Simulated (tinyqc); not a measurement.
Inside a calculation. Model: junction field-effect transistor with two gates, gradual channel with velocity saturation.

Numbers from tinyqc (`OMP_NUM_THREADS=1 python tinyqc.py 2500013 2500014 out.jsonl`; about 0.06 s on one thread of a shared Intel Xeon 2.30GHz). Printed values are rounded.

A uniformly doped n-type channel, depleted from both sides by p+ gates; at channel potential V the depleted share of a is u = sqrt((Vbi - Vg + V)/Vp), s at the source. Electrons drift with v = mu E/(1 + mu E/vsat). Abrupt depletion edge, no series resistance, source at 0.

Parameters, values chosen for the exercise; material values close to those of indium phosphide: temperature T = 300 K; relative permittivity of the semiconductor eps_r = 12.5; conduction-band density of states at T Nc = 5.75e17 cm^-3; band gap Eg = 1.34 eV; valence-band density of states at T Nv = 1.09e19 cm^-3; donor density of the channel Nd = 1.7e17 cm^-3; half the channel thickness a = 190 nm; low-field mobility at this doping mu = 2400 cm^2/(V s); saturation velocity vsat = 1.3e7 cm/s; gate length L = 0.5 um; gate width W = 100 um; acceptor density of the gates Na = 1.6e18 cm^-3; gate voltage Vg = 0 V; drain voltage Vd = 0.33 V.

Constants: q = 1.602176634e-19 C, kB = 1.380649e-23 J/K, Vt = kB T/q, eps0 = 8.8541878128e-14 F/cm where lengths are in cm. Results are converted to the units shown.

## Built-in and pinch-off voltages

ni = sqrt(Nc Nv) exp(-Eg/(2 Vt)), Eg in volts; Vbi = Vt ln(Na Nd/ni^2); Vp = q Nd a^2/(2 eps0 eps_r); G0 = 2 q mu Nd a W/L; Z = mu Vp/(vsat L); s = sqrt((Vbi - Vg)/Vp). VT = Vbi - Vp.

Vbi = 1.25889 V
Vp = 4.44199 V
VT = -3.18310 V
G0 = 496.803 mS
Z = 16.4012
s = 0.532360

Z = 16.4: velocity saturation dominates.

## Current below saturation

u = sqrt((Vbi - Vg + Vd)/Vp). I = (G0 Vp/3) F/(1 + Z (u^2 - s^2)), F = 3 (u^2 - s^2) - 2 (u^3 - s^3), with u at V = Vd; Z = 0 gives constant mobility, for which u stops at 1.

u = 0.598079
F = 0.0967589
I for Z = 0 = 71.1757 mA
I = 32.0833 mA

The falling mobility lowers the current by 54.9 %.

## Iteration 1: the saturation point by Newton steps

u at the start = 0.77

a is the channel (half-)thickness, Vp its pinch-off voltage and Z = mu Vp/(vsat L); an iterate with u > 1 is an overshoot, not a physical state. f = (1 - u)(1 + Z (u^2 - s^2)) - Z F/3, F = 3 (u^2 - s^2) - 2 (u^3 - s^3); f' = -(1 + Z (u^2 - s^2)); u(new) = u - f/f'.

f = -0.336451
f' = -6.07605
u after iteration 1 = 0.714627

## Iteration 2: the saturation point by Newton steps

As before.

f = -0.0377946
f' = -4.72773
u after iteration 2 = 0.706632

## Course of the iteration: the saturation point by Newton steps

Stop when u changes by less than 1e-10, or after 60 iterations.

Course of the iteration:
```
iteration,u,|change|
1,0.714627,0.0554
2,0.706632,7.99e-3
3,0.706468,1.64e-4
4,0.706468,6.90e-8
5,0.706468,1.20e-14
```

Converged in 5 iterations. At the end the number of correct digits about doubles with each step.

## Saturation voltage, current and transconductance

um = 0.706468

Vdsat = Vp (um^2 - s^2); Isat = (G0 Vp/Z)(1 - um), which is 2 q Nd vsat a W (1 - um); gm = G0 (um - s)/(1 + Z (um^2 - s^2)). For Z = 0: Vdsat = Vp (1 - s^2), Isat = (G0 Vp/3)(1 - 3 s^2 + 2 s^3), gm = G0 (1 - s).

Vdsat = 0.958092 V
Isat = 39.4950 mA
gm = 19.0625 mS
Vdsat for Z = 0 = 3.18310 V
Isat for Z = 0 = 332.143 mA
gm for Z = 0 = 232.325 mS

The current saturates with 29.4 % of the channel still open at the drain, at 0.119 of the constant-mobility current.
